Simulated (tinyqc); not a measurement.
Polytypes and stacking faults of a tetrahedral semiconductor in an axial Ising model with couplings up to third neighbours: one step, computed by the program tinyqc.

Each double layer has s = +1 or -1 for the sense of its stacking step; E per pair of atoms = E0 - sum_n J_n <s_i s_(i+n)>, n = 1, 2, 3. Hexagonality h = (1 - <s_i s_(i+1)>)/2.

Task: Electronic energy gained by the fault. The fault binds electrons in a two-dimensional band E_b below the conduction edge, g2 = m m0/(pi hbar^2) for one valley. With the Fermi level held by the bulk, eta = ln[n/N_c(T)], N_c(T) = N_c (T/300)^1.5, the grand potential falls by g2 (k_B T)^2 F1(x), x = eta + E_b/(k_B T), F1(x) = integral from 0 to infinity of ln(1 + exp(x - t)) dt; sheet density g2 k_B T ln(1 + e^x). Band bending by the trapped charge is left out, so the gain is an upper bound. Net fault energy = gamma of the single Shockley (31) fault less the electronic gain.

Inputs (values chosen for the exercise, for a model crystal):
```
quantity,value,unit
binding energy of the fault level E_b,0.32,eV
in-plane mass m,0.38,m0
effective density of states N_c at 300 K,1.1e+19,1/cm^3
electron density n,1.7e+16,1/cm^3
temperature T,700,K
```

Host polytype: 4H.

energy of the glide fault, single Shockley (31) = 33.85541 mJ/m^2

Constants: m_0 = 9.1093837015e-31 kg; hbar = 1.054571817e-34 J s; k_B = 1.380649e-23 J/K; k_B = 8.617333262e-05 eV/K.

Give: x; sheet density; electronic gain; net fault energy.

Result:

x = -2.438

sheet density = 8.014e+11 1/cm^2

electronic gain = 0.07909 mJ/m^2

net fault energy = 33.78 mJ/m^2

The gain offsets 0.23 % of the fault energy.
